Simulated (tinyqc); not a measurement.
Geometry optimisation on the RHF/sto-3g surface (energies and gradients from PySCF), for H3+, spin multiplicity 1, step by step. Computed by tinyqc, a small Python program that keeps every step (integrals from PySCF). Settings: charge = 1, multiplicity = 1, basis = sto-3g, optimiser = bfgs, first Hessian = 1.0, largest step = 0.3, iteration cap = 30. Command: `OMP_NUM_THREADS=1 python tinyqc.py 24580 24581 out.jsonl` (the two numbers bound the seeds that draw the settings). One thread of a shared host (Intel(R) Xeon(R) Processor @ 2.60GHz), about 0.4 s of CPU time with the checks.

## Step 1: energy and gradient

positions at the start (bohr):
```
,x,y,z
1H,-0.06992,-0.03213,0.06047
2H,0.01512,-0.09260,1.87461
3H,-0.04913,1.53446,-0.82014
```

Self-consistent energy and analytic gradient at these positions.

energy = -1.2089943 hartree

gradient (hartree/bohr):
```
,x,y,z
1H,-0.0008516,-0.0110429,-0.0084132
2H,0.0013023,-0.0157889,0.0402272
3H,-0.0004508,0.0268318,-0.0318139
```

## Step 1: move

Quasi-Newton step p = -H^(-1) g (first H = 1 times the unit matrix); steps longer than 0.3 bohr are cut back.

positions after step 1 (bohr):
```
,x,y,z
1H,-0.06907,-0.02108,0.06888
2H,0.01382,-0.07681,1.83438
3H,-0.04868,1.50763,-0.78833
```

## Step 2: energy and gradient

As before.

energy = -1.2123993 hartree

gradient (hartree/bohr):
```
,x,y,z
1H,-0.0003419,-0.0037495,-0.0039513
2H,0.0008971,-0.0156033,0.0316691
3H,-0.0005552,0.0193528,-0.0277177
```

## Step 2: move

inverse Hessian in use (bohr^2/hartree), lower triangle:
```
,1,2,3,4,5,6,7,8,9
1,1.00007
2,0.00019,0.99303
3,0.00132,0.00986,1.01906
4,-0.00051,-0.00548,-0.00596,1.00139
5,0.01122,0.13192,0.12219,-0.02457,1.39148
6,-0.01995,-0.22411,-0.22598,0.04939,-0.83727,2.72521
7,0.00044,0.00529,0.00465,-0.00088,0.01335,-0.02944,1.00044
8,-0.01141,-0.12495,-0.13204,0.03005,-0.52340,1.06138,-0.01864,1.64835
9,0.01863,0.21425,0.20692,-0.04342,0.71508,-1.49923,0.02479,-0.92933,2.29231
```

Quasi-Newton step p = -H^(-1) g (the inverse Hessian comes from BFGS updates; coordinates in the order x, y, z of each atom); steps longer than 0.3 bohr are cut back.

positions after step 2 (bohr):
```
,x,y,z
1H,-0.06718,0.00020,0.09031
2H,0.00914,0.00238,1.67112
3H,-0.04590,1.40716,-0.64649
```

## Convergence

Stop when the largest gradient component is below 3e-5 hartree/bohr. The inverse Hessian follows the BFGS update with s = step, y = change of gradient.

Course of the optimisation:
```
step,E (hartree),largest gradient (hartree/bohr)
1,-1.2089943,4.02e-02
2,-1.2123993,3.17e-02
3,-1.2176653,3.37e-02
4,-1.2192957,2.58e-02
5,-1.2256055,2.54e-02
6,-1.2324665,4.31e-02
7,-1.2379862,4.77e-02
8,-1.2430034,3.13e-02
9,-1.2467995,4.29e-03
10,-1.2468567,1.09e-03
11,-1.2468598,1.42e-04
12,-1.2468599,1.15e-04
13,-1.2468600,6.69e-06
```

Final distances (angstrom):
```
pair,distance
2H-1H,0.96689
3H-1H,0.96689
3H-2H,0.96694
```

Converged in 13 steps.
